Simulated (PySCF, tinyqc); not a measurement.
RHF in the 3-21g basis, for H3+, spin multiplicity 1, step by step. The lowest restricted solution is unstable here: a spin-polarised one lies 0.0192 hartree lower (PySCF). One step of it, computed by the program tinyqc.

Task: Orthogonalisation. S = U s U^T; symmetric (Loewdin) form X = U s^(-1/2) U^T, so that X^T S X = 1.

overlap S, order 1H 1s, 1H 2s, 2H 1s, 2H 2s, 3H 1s, 3H 2s:
```
[[1.000000, 0.645899, 0.041691, 0.215163, 0.041691, 0.215163],
 [0.645899, 1.000000, 0.215163, 0.513722, 0.215163, 0.513722],
 [0.041691, 0.215163, 1.000000, 0.645899, 0.000005, 0.008023],
 [0.215163, 0.513722, 0.645899, 1.000000, 0.008023, 0.069648],
 [0.041691, 0.215163, 0.000005, 0.008023, 1.000000, 0.645899],
 [0.215163, 0.513722, 0.008023, 0.069648, 0.645899, 1.000000]]
```

Give: eigenvalues of S; X.

Result:

eigenvalues of S: [0.155, 0.326, 0.394, 1.093, 1.604, 2.427]

X, order 1H 1s, 1H 2s, 2H 1s, 2H 2s, 3H 1s, 3H 2s:
```
[[1.257, -0.538, 0.025, 0.054, 0.025, 0.054],
 [-0.538, 1.667, 0.041, -0.469, 0.041, -0.469],
 [0.025, 0.041, 1.241, -0.486, -0.003, -0.006],
 [0.054, -0.469, -0.486, 1.432, -0.006, 0.136],
 [0.025, 0.041, -0.003, -0.006, 1.241, -0.486],
 [0.054, -0.469, -0.006, 0.136, -0.486, 1.432]]
```
